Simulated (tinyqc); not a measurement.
From results back to parameters: band offset of a heterojunction with an interface dipole (two-band chains, self-consistent charge). Four cases, with inputs chosen for the exercise.

Problem. D0 is the offset of the mid-gaps without dipole, chi the charge moved per eV of offset and u the potential step per electron moved. In linear response the valence offset is S D0 - (G2 - G1)/2 with S = 1/(1 + u chi/2). Two interfaces between the same crystals differ in D0 by a known amount, as from a layer of fixed dipoles; their offsets come from hidden S and D0.

Case 1.

Values chosen (out of a larger set: gaps near those of Si and SiO2; the chains and D0 are free models, so the offsets are not those of the real pair; not measured data): G1 = 1.15 eV (gap on the left); G2 = 9.33 eV (gap on the right).

chi = 0.05984 1/eV

valence offsets (eV): first -4.58005, second -3.68905

D0(second) - D0(first) = 1.00 eV

Case 2.

Values chosen (out of a larger set: gaps near those of Si and SiO2; the chains and D0 are free models, so the offsets are not those of the real pair; not measured data): G1 = 1.09 eV (gap on the left); G2 = 8.69 eV (gap on the right).

chi = 0.08505 1/eV

valence offsets (eV): first -3.97493, second -3.41682

D0(second) - D0(first) = 0.67 eV

Case 3.

Values chosen (out of a larger set: gaps near those of Si and Ge; the chains and D0 are free models, so the offsets are not those of the real pair; not measured data): G1 = 1.11 eV (gap on the left); G2 = 0.68 eV (gap on the right).

chi = 0.59781 1/eV

valence offsets (eV): first 0.02183, second 0.41639

D0(second) - D0(first) = 0.96 eV

Case 4.

Values chosen (out of a larger set: gaps near those of Si and HfO2; the chains and D0 are free models, so the offsets are not those of the real pair; not measured data): G1 = 1.07 eV (gap on the left); G2 = 5.72 eV (gap on the right).

chi = 0.14178 1/eV

valence offsets (eV): first -2.69965, second -2.02655

D0(second) - D0(first) = 1.06 eV

Find: S; D0 of the first; u.

Solution. S is the change of the offset over the change of D0; then D0 = (offset + (G2 - G1)/2)/S and u = 2 (1/S - 1)/chi.

Case 1.

S = 0.891
D0 of the first = -0.55 eV
u = 4.1 eV

Case 2.

S = 0.833
D0 of the first = -0.21 eV
u = 4.7 eV

Case 3.

S = 0.411
D0 of the first = -0.47 eV
u = 4.8 eV

Case 4.

S = 0.635
D0 of the first = -0.59 eV
u = 8.1 eV

Computed by tinyqc, one run a case: `OMP_NUM_THREADS=1 python tinyqc.py N N+1 out.jsonl` with N = 1450577, 1450579, 1450606, 1450614; one thread of a shared Intel(R) Xeon(R) Processor @ 2.30GHz, about 0.6 s a run at most.
